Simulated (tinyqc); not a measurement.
Yield over energy: physical sputtering: collision-cascade yield, angular dependence, faceting and resputtering in deposition. Computed by tinyqc, a small Python program. Command: `OMP_NUM_THREADS=1 python tinyqc.py 3006703 3006704 out.jsonl sputter walk`. One thread of a shared host (Intel(R) Xeon(R) Processor @ 2.30GHz), about 0.01 s of CPU time with the checks.

Ions start collision cascades; atoms that reach the surface with more than U leave. The target is amorphous or fine-grained.

Inputs (values chosen for the exercise, modelled on neon ions on cobalt):
```
quantity,value,unit
ion Z1,10,-
ion mass M1,20.2,u
target Z2,27,-
target mass M2,58.9,u
surface binding energy U,4.39,eV
target density N,90.9,1/nm^3
fit factor Q,0.86,-
ion energy E,12000,eV
current density J,1.3,mA/cm^2
```

Constants: e = 1.602176634e-19 C.

Method. gamma = 4 M1 M2/(M1 + M2)^2; threshold E_th = 6.7 U/gamma for M1 >= M2, else U (1 + 5.7 M1/M2)/gamma. eps = 0.03255 M2 E/(Z1 Z2 (M1 + M2) z), z = (Z1^(2/3) + Z2^(2/3))^(1/2), E in eV; s_n = 3.441 sqrt(eps) ln(eps + 2.718)/(1 + 6.355 sqrt(eps) + eps (6.882 sqrt(eps) - 1.708)); S_n = 84.78 Z1 Z2 M1 s_n/((M1 + M2) z) in eV angstrom^2; alpha = 0.249 (M2/M1)^0.56 + 0.0035 (M2/M1)^1.5 for M1 <= M2, else 0.0875 (M2/M1)^(-0.15) + 0.165 M2/M1; Y0 = 0.042 Q alpha S_n/U [1 - sqrt(E_th/E)]^2.5 (the electronic-loss factor of the full formula is dropped). Erosion rate = Y0 J/(e N); 1 cm^2 = 1e14 nm^2.

threshold E_th = 17.0539 eV

Normal incidence:
```
E (eV),eps,S_n (eV angstrom^2),Y0,Y0 per keV
50,1.2152e-03,155.70,0.0673,1.3463
100,2.4305e-03,205.12,0.2098,2.0980
200,4.8610e-03,264.66,0.4324,2.1620
300,7.2915e-03,303.84,0.5957,1.9858
500,1.2152e-02,357.00,0.8301,1.6601
1000,2.4305e-02,433.61,1.1838,1.1838
2000,4.8610e-02,510.85,1.5532,0.7766
5000,1.2152e-01,600.53,2.0014,0.4003
10000,2.4305e-01,641.63,2.2368,0.2237
30000,7.2915e-01,607.98,2.2173,0.0739
100000,2.4305e+00,423.76,1.5885,0.0159
```

What follows from these numbers?

The yield per keV peaks at 200 eV among these rows, 12 times the threshold, the most economical range for removing atoms. Y0 varies as E^1.64 between the first rows and as E^-0.28 at the end; it peaks near 10000 eV, close to the broad maximum of nuclear stopping. Caution: the electronic-loss factor, dropped here, would lower the yields at the highest energies slightly.

Extremes, crossings and ranges named in words are read from the listed rows.
